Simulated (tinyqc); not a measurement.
Sp3 tight binding, zinc-blende lattice, step by step. Computed by tinyqc, a small Python program that keeps every step. Command: `OMP_NUM_THREADS=1 python tinyqc.py 20275 20276 out.jsonl` (the two numbers bound the seeds that draw the settings). One thread of a shared host (Intel(R) Xeon(R) Processor @ 2.60GHz), about 0.01 s of CPU time with the checks.

## Bloch Hamiltonian at k

Parameters chosen for this model: zinc-blende lattice, anion at 0, cation at a/4 (1,1,1); V = eta hbar^2 / (m d^2), hbar^2/m = 7.619964 eV angstrom^2:
```
parameter          value      unit
a               5.930000  angstrom
d               2.567765  angstrom
Es anion      -17.770000        eV
Ep anion       -9.760000        eV
Es cation      -9.810000        eV
Ep cation      -5.600000        eV
eta ss         -1.400000
eta sp          1.840000
eta pp sigma    3.240000
eta pp pi      -0.810000
V ss           -1.617969        eV
V sp            2.126474        eV
V pp sigma      3.744443        eV
V pp pi        -0.936111        eV
```

k point k (2 pi / a): 0.140000  -0.740000  0.580000

Slater-Koster rules over the four bonds with direction cosines (l, m, n): ss V_ss; s-px l V_sp; px-s -l V_sp; px-px l^2 V_pps + (1 - l^2) V_ppp; px-py l m (V_pps - V_ppp); each times exp(i k.d).

H(k) at k (eV), lower triangle (Hermitian):
```
                      a s                 a px                a py                 a pz
a s            -17.770000
a px             0.000000            -9.760000
a py             0.000000             0.000000           -9.760000
a pz             0.000000             0.000000            0.000000            -9.760000
c s   -1.537411+1.023790i  -3.475450+0.260764i  0.336175-2.695836i  -0.602591+1.503962i
c px   3.475450-0.260764i   0.593001-0.394890i  0.765771-1.911232i  -0.427211+3.425863i
c py  -0.336175+2.695836i   0.765771-1.911232i  0.593001-0.394890i   4.416596-0.331379i
c pz   0.602591-1.503962i  -0.427211+3.425863i  4.416596-0.331379i   0.593001-0.394890i

            c s       c px       c py       c pz
c s   -9.810000
c px   0.000000  -5.600000
c py   0.000000   0.000000  -5.600000
c pz   0.000000   0.000000   0.000000  -5.600000
```

## Levels at k

Diagonalise the Hermitian matrix.

eigenvalues (eV): -19.705511  -15.053322  -13.956750  -13.368849  -5.402321  -3.351198  -1.964865  -0.857184

weights |c|^2 of the basis functions:
```
        band 1    band 2    band 3    band 4    band 5    band 6    band 7    band 8
a s   0.866912  0.002264  0.008657  0.000277  0.062957  0.055029  0.000510  0.003393
a px  0.000778  0.149727  0.410014  0.015761  0.199091  0.105028  0.024889  0.094712
a py  0.001271  0.201553  0.131769  0.286554  0.092513  0.068348  0.104053  0.113940
a pz  0.000306  0.206956  0.071825  0.378410  0.014076  0.004338  0.188550  0.135539
c s   0.033894  0.286450  0.145961  0.005426  0.471705  0.049165  0.000904  0.006495
c px  0.048771  0.063518  0.078273  0.016250  0.114222  0.446562  0.054429  0.177974
c py  0.033618  0.044111  0.056261  0.134710  0.038723  0.255461  0.223353  0.213763
c pz  0.014449  0.045420  0.097240  0.162612  0.006714  0.016068  0.403311  0.254185
```

## Bloch Hamiltonian at X

k point X (2 pi / a): 1  0  0

As before.

H(k) at X (eV), lower triangle (Hermitian):
```
                     a s                a px                a py                a pz
a s           -17.770000
a px            0.000000           -9.760000
a py            0.000000            0.000000           -9.760000
a pz            0.000000            0.000000            0.000000           -9.760000
c s             0.000000  0.000000+4.910881i            0.000000            0.000000
c px  0.000000-4.910881i            0.000000            0.000000            0.000000
c py            0.000000            0.000000            0.000000  0.000000-6.240739i
c pz            0.000000            0.000000  0.000000-6.240739i            0.000000

            c s       c px       c py       c pz
c s   -9.810000
c px   0.000000  -5.600000
c py   0.000000   0.000000  -5.600000
c pz   0.000000   0.000000   0.000000  -5.600000
```

## Levels at X

As before.

eigenvalues (eV): -19.504462  -14.695945  -14.258239  -14.258239  -4.874055  -3.865538  -1.101761  -1.101761

## Bands along a path

The same steps at evenly spaced points between the labelled ones.

Bands along the path (eV):
```
k             band 1      band 2      band 3      band 4     band 5     band 6     band 7     band 8
L         -20.047165  -15.468884  -12.518424  -12.518424  -6.265277  -2.841576  -2.841576  -1.158674
L-G 0.20  -20.226967  -15.080381  -12.389888  -12.389888  -6.226199  -2.970112  -2.970112  -1.406453
L-G 0.40  -20.621164  -14.081773  -12.035448  -12.035448  -6.132302  -3.324552  -3.324552  -2.104760
L-G 0.60  -21.016311  -12.773379  -11.552764  -11.552764  -6.051445  -3.807236  -3.807236  -3.098866
L-G 0.80  -21.290667  -11.515965  -11.112957  -11.112957  -6.088225  -4.247043  -4.247043  -4.045143
G         -21.387736  -10.929291  -10.929291  -10.929291  -6.192264  -4.430709  -4.430709  -4.430709
G-X 0.20  -21.257858  -11.378909  -11.378909  -11.308068  -5.994085  -4.379989  -3.981091  -3.981091
G-X 0.40  -20.885863  -12.355549  -12.355549  -12.229721  -5.581456  -4.242960  -3.004451  -3.004451
G-X 0.60  -20.336896  -13.335535  -13.334233  -13.334233  -5.200864  -4.066705  -2.025767  -2.025767
G-X 0.80  -19.770927  -14.291142  -14.016339  -14.016339  -4.956753  -3.921179  -1.343661  -1.343661
X         -19.504462  -14.695945  -14.258239  -14.258239  -4.874055  -3.865538  -1.101761  -1.101761
X-W 0.20  -19.504462  -14.695945  -14.258239  -14.258239  -4.874055  -3.865538  -1.101761  -1.101761
X-W 0.40  -19.504462  -14.695945  -14.258239  -14.258239  -4.874055  -3.865538  -1.101761  -1.101761
X-W 0.60  -19.504462  -14.695945  -14.258239  -14.258239  -4.874055  -3.865538  -1.101761  -1.101761
X-W 0.80  -19.504462  -14.695945  -14.258239  -14.258239  -4.874055  -3.865538  -1.101761  -1.101761
W         -19.504462  -14.695945  -14.258239  -14.258239  -4.874055  -3.865538  -1.101761  -1.101761
```

With 4 band(s) filled, the highest filled level on these points lies at G and the lowest empty one at L: a gap of 4.6640 eV, indirect.
